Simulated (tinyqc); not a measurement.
The decay curve: photoconductance decay in a wafer: bulk and surface recombination modes, and iron detection by pair splitting. Computed by tinyqc, a small Python program. Command: `OMP_NUM_THREADS=1 python tinyqc.py 3112395 3112396 out.jsonl pcd walk`. One thread of a shared host (Intel(R) Xeon(R) Processor @ 2.30GHz), about 0.01 s of CPU time with the checks.

Both faces of the wafer have the same S; injection is low and all coefficients are constant. x runs from -W/2 to W/2.

Inputs (values chosen for the exercise, modelled on p-type silicon):
```
quantity                          value         unit
thickness W                         300   micrometre
diffusivity D                      28.2       cm^2/s
bulk lifetime tau_b without iron   2200  microsecond
surface recombination velocity S   2600         cm/s
absorption coefficient alpha       1400         1/cm
```

Method:
- Even modes cos(a x) obey b tan b = S W/(2 D) with b = a W/2, odd modes sin(a x) obey -b cot b = S W/(2 D); each decays at the rate 1/tau_b + D a^2.
- tau_eff is the decay time of the first mode. The surface time is 1/(D a^2) of that mode; shortcuts for it are W/(2 S), W^2/(pi^2 D) and their sum, whose error is sum/surface time - 1.
- Light from one face makes n(x, 0) proportional to exp(-alpha (x + W/2)). Only even modes carry the thickness average: weight c_n = [sin b/b] int n cos(a x) dx / (int cos^2(a x) dx x mean n), with int exp(-alpha (x + W/2)) cos(a x) dx = [alpha cos b (1 - E) + a sin b (1 + E)]/(alpha^2 + a^2), E = exp(-alpha W), and int cos^2 = W/2 + sin(2 b)/(2 a).
- Mean density = sum_n c_n exp(-t/tau_n) over 60 modes; the local decay time is -1/(d ln n/dt).

W^2/(pi^2 D) = 3.23365 microsecond

tau_eff = 8.57556 microsecond

Decay:
```
t / (W^2/(pi^2 D))  t (microsecond)  mean density/start  local decay time (microsecond)
0.02                         0.0647             0.91637                          1.1190
0.05                         0.1617             0.85603                          1.7404
0.10                         0.3234             0.79326                          2.5225
0.20                         0.6467             0.71529                          3.7657
0.50                         1.6168             0.59197                          6.5409
1.00                         3.2337             0.47909                          8.3156
2.00                         6.4673             0.32776                          8.5729
```

What follows from these numbers?

The local decay time goes from 1.12 to 8.57 microsecond against tau_eff = 8.58. Early on higher modes speed the decay, so a fit must start late.
